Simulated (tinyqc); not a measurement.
Tight binding, honeycomb lattice, step by step. Computed by tinyqc, a small Python program that keeps every step. Settings: t1 = 2.41, t2 = 0.33, phi = -2.86, delta = 0.22, points = 6. Command: `OMP_NUM_THREADS=1 python tinyqc.py 23769 23770 out.jsonl` (the two numbers bound the seeds that draw the settings). One thread of a shared host (Intel(R) Xeon(R) Processor @ 2.60GHz), about 0.01 s of CPU time with the checks.

## Bloch Hamiltonian at k

Parameters chosen for this model:

| parameter | value | unit |
|---|---|---|
| t1 | 2.410000 | eV, nearest |
| t2 | 0.330000 | eV, second neighbours |
| phi | -2.860000 | rad, phase of t2 (Haldane) |
| delta | 0.220000 | eV, +/- on A and B |

k point k (fractions of the reciprocal vectors): -0.38000  -0.04000

H_AB = -t1 (1 + exp(-i k.a1) + exp(-i k.a2)); H_AA = delta - 2 t2 sum cos(k.b + phi), H_BB = -delta - 2 t2 sum cos(k.b - phi), b = a1, a2 - a1, -a2.

H(k) at k (eV):
```
                   A                  B
A           -0.04272  -2.98747-2.24910i
B  -2.98747+2.24910i           -0.33288
```

## Levels at k

Diagonalise the Hermitian matrix.

eigenvalues (eV): -3.93006  3.55446

weights |c|^2 of the basis functions:
```
    band 1   band 2
A  0.48062  0.51938
B  0.51938  0.48062
```

## Bloch Hamiltonian at K

k point K (fractions of the reciprocal vectors): 0.33333  0.66667

As before.

H(k) at K (eV):
```
          A         B
A  -1.20751   0.00000
B   0.00000  -0.69451
```

## Levels at K

As before.

eigenvalues (eV): -1.20751  -0.69451

weights |c|^2 of the basis functions:
```
    band 1   band 2
A  1.00000  0.00000
B  0.00000  1.00000
```

## Bands along a path

The same steps at evenly spaced points between the labelled ones.

Bands along the path (eV):

| k | band 1 | band 2 |
|---|---|---|
| G | -5.33133 | 9.13536 |
| G-K 0.25 | -5.17201 | 8.00227 |
| G-K 0.50 | -4.50339 | 5.13739 |
| G-K 0.75 | -3.04847 | 1.78046 |
| K | -1.20751 | -0.69451 |
| K-M 0.25 | -1.91943 | 0.12619 |
| K-M 0.50 | -2.54960 | 0.98735 |
| K-M 0.75 | -2.92175 | 1.57027 |
| M | -3.05403 | 1.78602 |
| M-K' 0.25 | -2.95802 | 1.60654 |
| M-K' 0.50 | -2.63279 | 1.07054 |
| M-K' 0.75 | -2.09486 | 0.30162 |
| K' | -1.64751 | -0.25451 |

With 1 band(s) filled, the highest filled level on these points lies at K and the lowest empty one at K: a gap of 0.5130 eV, direct.

## Chern number of the lower band

On a 6 x 6 mesh, the phase of the product of overlaps around each plaquette (k1 then k2); the sum over 2 pi is an integer.

plaquette phases (rad):
```
          1         2        3        4         5         6
1   0.00000  -0.00230  0.01337  0.05560  -0.00649  -0.00298
2   0.00557   0.01432  0.03376  1.00045   0.00000  -0.00649
3   0.05245   0.07105  0.10945  1.07643   1.00045   0.05560
4   0.05305   0.79708  0.86873  0.10945   0.03376   0.01337
5  -0.02281   0.00000  0.79708  0.07105   0.01432  -0.00230
6  -0.00808  -0.02281  0.05305  0.05245   0.00557   0.00000
```

Chern number = 1.00000
